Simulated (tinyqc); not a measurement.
Cabrera-Mott growth of a thin oxide under its own electric field: one step, computed by the program tinyqc.

Electrons cross the film freely and set a fixed potential V across it; the field V/x lowers the barrier for ions entering the oxide.

Problem. Thickness after time t. u = u0 exp(-W/(k_B T)), X1 = z b V/(k_B T) with V in volts and k_B T in eV; dx/dt = 2 u sinh(X1/x). t(x) = int_(x0)^x dx / (dx/dt) by Gauss-Legendre quadrature (80 points on each side of (x0 + 2 x)/3), solved for x.

Inputs (values chosen for the exercise, for a model metal):
```
quantity               value      unit
Mott potential V        0.49         V
temperature T            550         K
starting thickness x0    3.1  angstrom
time t                    69         s
```

Backward hops: kept.

u = 1.591633 angstrom/s

X1 = 14.47400 angstrom

Give: thickness x; rate at time t; field at time t.

Solution.

thickness x = 80.933 angstrom

rate at time t = 0.57233 angstrom/s

field at time t = 0.60544 MV/cm

X1/x = 0.179: the field is now weak. Caution: the starting field or rate is formal: the first layers form as fast as oxygen arrives.
